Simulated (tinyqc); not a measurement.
# From junction depth x_j back to drive-in temperature T2

Model: two-step dopant diffusion (predeposition and drive-in) with a constant diffusivity. Computed by tinyqc, a small Python program. Command: `OMP_NUM_THREADS=1 python tinyqc.py 3022879 3022880 out.jsonl dopdiff inv`. One thread of a shared host (Intel(R) Xeon(R) Processor @ 2.30GHz), about 0.07 s of CPU time with the checks.

Fick diffusion into a half space x > 0 whose background doping C_B is of the opposite type, so that a junction lies where C = C_B.

Inputs (values chosen for the exercise, modelled on phosphorus in silicon):
```
quantity                        value    unit
prefactor D0                     5.42  cm^2/s
activation energy E              3.68      eV
surface concentration C_s     1.2e+19  1/cm^3
background doping C_B         1.3e+16  1/cm^3
predeposition temperature T1      925       C
predeposition time t1               5     min
drive-in time t2                  240     min
```

Furnace ramps of the drive-in: none.

Constants: k_B = 8.617333262e-05 eV/K.

Method:
- D = D0 exp(-E/(k_B T)).
- Temperatures in kelvin are T(C) + 273.15.
- Times in seconds are 60 times the minutes.
- (Dt)2 = D2 t2, t2 in seconds.
- C = C_s erfc(x/(2 sqrt(D1 t1))); dose Q = 2 C_s sqrt(D1 t1/pi); the junction solves erfc(z) = C_B/C_s with x_j = 2 z sqrt(D1 t1).
- With a sealed surface and a thin source, C = Q/sqrt(pi (Dt)2) exp(-x^2/(4 (Dt)2)); x_j = 2 sqrt((Dt)2 ln(C(0)/C_B)); gradient at the junction |dC/dx| = C_B x_j/(2 (Dt)2).

Question. A run gave the result below. Find the drive-in temperature T2, known to lie between 1000 and 1200 C.

junction depth x_j = 1.053971 um

Answer.

Each step takes the trial c = (a f_b - b f_a)/(f_b - f_a), f being the result less the target and a, b, c the logarithms of the listed values; c replaces end b, the old b replaces a if the sign of f changed, and otherwise f_a is halved.

Scan of the range:
```
drive-in temperature T2 (C)  junction depth x_j (um)
1000                                         0.53542
1030                                         0.74152
1060                                         1.00421
1100                                         1.45261
1130                                         1.86385
1160                                         2.33022
1200                                         2.99093
```

False position (Illinois rule, in the logarithm of the input) inside the bracket:
```
step    end a    end b    trial  junction depth x_j (um)
1     1060.00  1100.00  1064.37                  1.04757
2     1100.00  1064.37  1064.92                  1.05317
3     1100.00  1064.92  1065.06                  1.05457
4     1064.92  1065.06  1065.00                  1.05397
5     1065.06  1065.00  1065.00                  1.05397
```

Junction depth x_j rises at every point of a 13-point scan of the range (every second point is shown), so one value fits; it is bracketed by 1060 and 1100. Answer: drive-in temperature T2 = 1065 C.

Caution: C_s exceeds the intrinsic carrier density of silicon at the predeposition temperature (2e18 to 1e19 per cm^3), where real diffusivities rise with concentration and profiles turn box-like.
